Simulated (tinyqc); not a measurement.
Pariser-Parr-Pople SCF with singles CI, for the molecule C=CC1=CC=CC=CC=C1 (SMILES; centres numbered as the heavy atoms are written), step by step. One step of it, computed by the program tinyqc.

Question. Iteration 1: orbitals and new P. Diagonalise F (the basis is taken as orthonormal) and form P = 2 sum c c over the lowest orbitals.

F (eV):
```
            1C         2C         3C         4C         5C         6C         7C         8C
1C   -5.770352  -5.605437  -0.202030   0.733735   0.108144  -0.311976  -0.092158   0.207956
2C   -5.605437  -5.926429  -4.192001   0.000000   0.249503   0.000000  -0.140289   0.000000
3C   -0.202030  -4.192001  -5.258700  -5.163330  -0.191982   0.580245   0.143098  -0.240655
4C    0.733735   0.000000  -5.163330  -5.807265  -4.039257   0.239968  -0.139433  -0.178840
5C    0.108144   0.249503  -0.191982  -4.039257  -5.070828  -5.406299  -0.191982   0.639167
6C   -0.311976   0.000000   0.580245   0.239968  -5.406299  -5.706823  -3.927292   0.239982
7C   -0.092158  -0.140289   0.143098  -0.139433  -0.191982  -3.927292  -5.039031  -5.486599
8C    0.207956   0.000000  -0.240655  -0.178840   0.639167   0.239982  -5.486599  -5.726197
9C    0.132761   0.249483  -0.191982   0.537818   0.143098  -0.181739  -0.191982  -3.847022
10C  -0.047127   0.000000  -3.605493   0.239982  -0.283002  -0.178901   0.681492   0.239968

            9C        10C
1C    0.132761  -0.047127
2C    0.249483   0.000000
3C   -0.191982  -3.605493
4C    0.537818   0.239982
5C    0.143098  -0.283002
6C   -0.181739  -0.178901
7C   -0.191982   0.681492
8C   -3.847022   0.239968
9C   -5.120453  -5.597796
10C  -5.597796  -5.897946
```

pi electrons, sum of z_r less the charge = 10

Give: orbital energies; P after iteration 1.

Answer.

orbital energies (eV): -14.7650  -13.2656  -12.3789  -11.0519  -8.1191  -2.9357  -0.2751  1.5310  2.1947  3.7416

P after iteration 1:
```
          1C       2C       3C       4C       5C       6C       7C       8C
1C    0.9542   0.8935   0.0557  -0.3648  -0.0528   0.2068   0.0510  -0.1104
2C    0.8935   1.0075   0.4222   0.0042  -0.0929  -0.0051   0.0667   0.0059
3C    0.0557   0.4222   0.9111   0.7841   0.0760  -0.2886  -0.0692   0.1105
4C   -0.3648   0.0042   0.7841   1.0965   0.3930  -0.0818   0.0593   0.0757
5C   -0.0528  -0.0929   0.0760   0.3930   0.9074   0.8379   0.0782  -0.3050
6C    0.2068  -0.0051  -0.2886  -0.0818   0.8379   1.0992   0.3680  -0.0860
7C    0.0510   0.0667  -0.0692   0.0593   0.0782   0.3680   0.9041   0.8543
8C   -0.1104   0.0059   0.1105   0.0757  -0.3050  -0.0860   0.8543   1.1045
9C   -0.0556  -0.1012   0.0765  -0.2541  -0.0687   0.0777   0.0806   0.3469
10C   0.0000  -0.0047   0.2899  -0.0888   0.1175   0.0796  -0.3124  -0.0915

          9C      10C
1C   -0.0556   0.0000
2C   -0.1012  -0.0047
3C    0.0765   0.2899
4C   -0.2541  -0.0888
5C   -0.0687   0.1175
6C    0.0777   0.0796
7C    0.0806  -0.3124
8C    0.3469  -0.0915
9C    0.9022   0.8770
10C   0.8770   1.1133
```
